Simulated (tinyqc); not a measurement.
# AlGaN/GaN HEMT with access regions, lumped model: effects of single changes

A polarisation-induced electron sheet under a Schottky gate, in series with two ungated access regions and contacts. Drift law v = mu E/(1 + mu E/vs) under the gate. Currents in mA/mm, resistances in ohm mm. No self-heating, no channel-length modulation; fits for polarisation, barrier and offset are chosen for the exercise.

Values chosen for this exercise; values close to those of AlGaN/GaN structures:
- x = 0.29 (aluminium share of the barrier)
- d = 25 nm (barrier thickness)
- eps_r = 9.3 (relative permittivity of barrier and channel)
- mu = 1100 cm^2/(V s) (channel mobility)
- vs = 1.4e7 cm/s (saturation velocity)
- Lg = 1.5 um (gate length)
- Ls = 0.5 um (source access length)
- Ld = 12 um (drain access length)
- Rc = 0.25 ohm mm (resistance of each contact)
- ft = 0.23 (share of the drain-access electrons removed by traps)
- Vg = -0.5 V (gate voltage)

Constants: q = 1.602176634e-19 C, eps0 = 8.8541878128e-14 F/cm where lengths are in cm. Results are converted to the units shown.

Each table varies one quantity; the others keep the values above.

## Effect of the source access length

sigma = (5e13 x + 1.6e13 x^2) cm^-2, phiB = 0.84 + 1.3 x, dEc = 0.7 (1.71 x + x^2) in volts, Cb = eps0 eps_r/d, VT = phiB - dEc - q sigma/Cb, access density n0 = -Cb VT/q. Access resistance R(L, n) = L/(q mu n sqrt(1 - (I/(q n vs))^2)); Rs = Rc + R(Ls, n0), Rd = Rc + R(Ld, (1 - ft) n0). Vg' = Vg - I Rs, Vd' = Vd - I (Rs + Rd); with u = Vg' - VT, Vc = vs Lg/mu and w the smaller of Vd' and Vc [sqrt(1 + 2 u/Vc) - 1] (0 if negative), the channel gives (mu Cb/Lg)(u w - w^2/2)/(1 + w/Vc). I equals that channel current. Isat is I at Vd = 10 V, gm = dIsat/dVg, Ron the limit of Vd/I at small Vd.

The same in every row: VT (V) = -6.897; n0 (cm^-2) = 1.418e13.

Result of one run:
```
Ls (um)  Ron (ohm mm)  Isat (mA/mm)  gm (mS/mm)
2.5             8.385         967.6       88.52
```

What becomes of these results when the source access length Ls is changed from 2.5 to 1 um, all else the same?

Result of the changed run:
```
Ls (um)  Ron (ohm mm)  Isat (mA/mm)  gm (mS/mm)
1               7.784          1056       69.22
```

The whole series:
```
Ls (um)  Ron (ohm mm)  Isat (mA/mm)  gm (mS/mm)
0.1             7.424          1112       59.11
0.3             7.504          1099       61.26
0.6             7.624          1080       64.59
1               7.784          1056       69.22
1.5             7.984          1026       75.31
2.5             8.385         967.6       88.52
4               8.985         885.7       110.7
```

As Ls goes from 0.1 to 4 um, Ron rises from 7.42 to 8.98 ohm mm, Isat falls from 1110 to 886 mA/mm and gm rises from 59.1 to 111 mS/mm. The ceiling Cb vs is 461 mS/mm. In every row the power passes 5 W/mm, where self-heating, left out here, lowers the current. In every row the gated channel is not yet saturated at 10 V, because the access regions take the voltage, and gm drops.

## Output curve without and with trapping

Same model as above.

The two columns take ft = 0 and ft = 0.23; collapse = 1 - (second)/(first).

Output curve without and with trapping:
```
Vd (V)  I, ft = 0 (mA/mm)  I, ft = 0.23 (mA/mm)  collapse (%)
0.25                40.57                 32.92         18.86
0.5                 80.95                 65.73         18.80
1                   161.1                 131.0         18.69
2                   318.0                 259.4         18.43
3                   469.4                 384.3         18.14
4                   613.8                 504.5         17.80
6                   875.2                 728.0         16.83
8                    1088                 923.9         15.04
12                   1221                  1202          1.55
```

Read the table: what changes, and by how much?

Without trapping the current rises from 40.6 to 1220 mA/mm and first comes within 2 % of its last value at Vd = 12 V among the rows; with trapping that knee lies at 12 V. The collapse is 19 % in the first row, at most 19 % and 1.6 % in the last. For Vd = 8 to 12 V the power passes 5 W/mm, where self-heating, left out here, lowers the current.

## Effect of the gate length

Same model as above.

The same in every row: VT (V) = -6.897; n0 (cm^-2) = 1.418e13.

Results:
```
Lg (um)  Ron (ohm mm)  Isat (mA/mm)  gm (mS/mm)
0.05            6.958          1248       1.723
0.16            7.006          1236       5.625
0.29            7.062          1222       10.43
0.52            7.161          1197       19.42
0.93            7.338          1152       36.88
1.7             7.670          1064       73.18
3               8.231         918.4       134.2
```

Estimate the missing row, Lg = 0.09 um.

Computed row:
```
Lg (um)  Ron (ohm mm)  Isat (mA/mm)  gm (mS/mm)
0.09            6.976          1244       3.124
```

With this row back in the table: As Lg goes from 0.05 to 3 um, Ron rises from 6.96 to 8.23 ohm mm, Isat falls from 1250 to 918 mA/mm and gm rises from 1.72 to 134 mS/mm. The ceiling Cb vs is 461 mS/mm. In every row the power passes 5 W/mm, where self-heating, left out here, lowers the current. In every row the gated channel is not yet saturated at 10 V, because the access regions take the voltage, and gm drops.

tinyqc, about 0.02 s, one thread, Intel Xeon 2.30GHz (shared host): `OMP_NUM_THREADS=1 python tinyqc.py 2570048 2570049 out.jsonl`
